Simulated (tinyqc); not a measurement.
From results back to parameters: Slater-Koster d bands of a bcc metal. Three cases, with inputs chosen for the exercise.

Problem. In a bcc d band E(t2g) = +/-((8/3) dds + (16/9) ddp + (32/9) ddd) + f2 (4 ddp + 2 ddd) and E(eg) = +/-((16/3) ddp + (8/3) ddd) + f2 (3 dds + 3 ddd), with + at Gamma and - at H = (1,0,0). ddd is given; the four levels come from hidden dds, ddp and f2.

Case 1.

Values chosen (out of a larger set: of the size met in W; not measured data): ddd = -0.123 eV (dd delta).

levels (eV): t2g Gamma -1.52780, eg Gamma 1.06483, t2g H 4.76908, eg H -6.65251

Case 2.

Values chosen (out of a larger set: of the size met in Nb; not measured data): ddd = -0.18 eV (dd delta).

levels (eV): t2g Gamma -1.69149, eg Gamma 0.82795, t2g H 3.76806, eg H -4.85739

Case 3.

Values chosen (out of a larger set: of the size met in Ta; not measured data): ddd = -0.186 eV (dd delta).

levels (eV): t2g Gamma -1.56449, eg Gamma 1.56582, t2g H 4.43195, eg H -6.28485

Find: f2; dds, ddp.

Solution. Half differences between Gamma and H give the first-neighbour parts and half sums the second. The eg half difference gives ddp and the t2g one dds. Since 4 ddp + 2 ddd is 3/4 of (16/3) ddp + (8/3) ddd, f2 is 4/3 of the ratio of the t2g half sum to the eg half difference; the eg half sum then serves as a check. Without ddd these four levels would not fix the three integrals.

Case 1.

f2 = 0.560

dds, ddp (eV): -1.540  0.785

Case 2.

f2 = 0.487

dds, ddp (eV): -1.199  0.623

Case 3.

f2 = 0.487

dds, ddp (eV): -1.429  0.829

Computed by tinyqc, one run a case: `OMP_NUM_THREADS=1 python tinyqc.py N N+1 out.jsonl` with N = 1451216, 1451274, 1451406; one thread of a shared Intel(R) Xeon(R) Processor @ 2.30GHz, about 0.06 s a run at most.
